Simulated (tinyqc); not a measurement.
From wire to sheet: nanosheet or nanowire with hard walls, valleys of the Si type.

Six ellipsoidal valleys along the cube axes: inverse mass tensor w = 1/mt + (1/ml - 1/mt) a a^T with a the unit axis. Device axes: x along the channel, z = [001], y = z x x.

Hard walls around a W x H rectangle. The block w_c of w in (y, z) confines; the transport mass follows from 1/m_x = w_xx - w_xc w_c^-1 w_cx. The cross-section problem c (w_yy ky^2 + 2 w_yz ky kz + w_zz kz^2), c = hbar^2/2m0, is solved in products sin(n pi y/W) sin(l pi z/H), n, l = 1 to 12; if w_yz = 0 the levels are c pi^2 (w_yy n^2/W^2 + w_zz l^2/H^2). The w_yz term couples (n, l) to (n', l') by -2 c w_yz D_nn'(W) D_ll'(H) with D_nm(L) = 4 n m/(L (n^2 - m^2)) for n + m odd and 0 otherwise.

Without degeneracy the line density is N1 exp((EF - Ec)/kB T) with N1 = sum 2 g sqrt(m_x kB T/(4 pi c)) exp(-E/kB T), here over n, l up to 80 where w_yz = 0 and over all levels of a 12 x 12 sine basis otherwise; the classical value is W H Nc with Nc = 2 g_all (m_dos kB T/(4 pi c))^(3/2), m_dos = (ml mt^2)^(1/3); dVt = kB T ln(W H Nc/N1).

Constants: hbar^2/2m0 = 3.80998211 eV angstrom^2; kB = 8.617333262e-05 eV/K.

Inputs chosen for the exercise (near those of Si; not measured data): ml = 0.933 m0 (longitudinal mass); mt = 0.191 m0 (transverse mass); T = 300 K (temperature); g_all = 6 (number of valleys); channel = 100 (transport direction x on a (001) wafer); H = 74 angstrom (height, along z = [001]); Ws = (30, 40, 60, 90, 140, 220, 350) angstrom (widths).

Valleys:

| group | valleys g | w_yy | w_zz | \|w_yz\| | m_x (m0) |
|---|---|---|---|---|---|
| A | 2 | 5.23560 | 1.07181 | 0.00000 | 0.19100 |
| B | 2 | 1.07181 | 5.23560 | 0.00000 | 0.19100 |
| C | 2 | 5.23560 | 5.23560 | 0.00000 | 0.93300 |

Lowest level of each group (groups ordered by w_zz, then w_yy) and dVt against the width.

Results:

| W (angstrom) | A1 (eV) | B1 (eV) | C1 (eV) | dVt (mV) |
|---|---|---|---|---|
| 30 | 0.2261 | 0.0807 | 0.2547 | 90.8 |
| 40 | 0.1304 | 0.0611 | 0.1590 | 74.1 |
| 60 | 0.0620 | 0.0471 | 0.0906 | 51.0 |
| 90 | 0.0317 | 0.0409 | 0.0603 | 36.8 |
| 140 | 0.0174 | 0.0380 | 0.0460 | 29.6 |
| 220 | 0.0114 | 0.0368 | 0.0400 | 25.8 |
| 350 | 0.0090 | 0.0363 | 0.0376 | 23.6 |

What can be read from this table?

dVt falls from 91 to 24 mV. The lowest group changes from B to A between W = 60 and 90 angstrom (H = 74). At the widest W the lowest level is 0.0090 eV; the film limit c pi^2 w_zz/H^2 of that group is 0.0074 eV.

(tinyqc, `OMP_NUM_THREADS=1 python tinyqc.py 1252643 1252644 out.jsonl`, Intel(R) Xeon(R) Processor @ 2.30GHz, 1 thread, shared host, about 0.03 s.)
